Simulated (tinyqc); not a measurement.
Strain, valley repopulation and piezoresistance in a many-valley conduction band: one step, computed by the program tinyqc. Command: `OMP_NUM_THREADS=1 python tinyqc.py 3030255 3030256 out.jsonl valleys walk`. One thread of a shared host (Intel(R) Xeon(R) Processor @ 2.30GHz), about 0.03 s of CPU time with the checks.

Valleys are ellipsoids with mass m_l along the axis a and m_t across it, parabolic, with one constant relaxation time; strain shifts the valleys and leaves the masses alone. Currents are taken along [110], along the load, and along [001], across the load.

Task: Populations. Each of the 6 valleys holds n_v = N_v (2/sqrt(pi)) F_1/2((E_F - dE_v)/(k_B T)), N_v = 2 (m_d k_B T/(2 pi hbar^2))^(3/2), m_d = (m_l m_t^2)^(1/3); E_F solves sum n_v = n and is counted from the unstrained edge. F_j(eta) = int_0^infinity x^j/(1 + exp(x - eta)) dx, without a gamma-function factor. It is evaluated after integrating by parts. Integrals over x = E/(k_B T) use 160 Gauss-Legendre points in u = sqrt(x) from 0 to sqrt(max(eta, 0) + 32).

Inputs (values chosen for the exercise, modelled on silicon):
```
quantity                 value    unit
longitudinal mass m_l    0.931     m_0
transverse mass m_t      0.191     m_0
electron density n     4.7e+15  1/cm^3
temperature T              350       K
```

Valley axes: <100> (6 valleys in 3 pairs). Load: uniaxial [110].

shifts dE (meV): x -23.34999, y -23.34999, z 12.77054

Constants: k_B = 8.617333262e-05 eV/K; m_0 = 9.1093837015e-31 kg; k_B = 1.380649e-23 J/K; hbar = 1.054571817e-34 J s.

Give: Fermi level E_F; share of the electrons (per pair).

Result:

Fermi level E_F = -284.23 meV

share of the electrons (per pair): x 0.43442, y 0.43442, z 0.13116

Caution: shear strain also changes the transverse masses of <100> valleys, which this model leaves out.
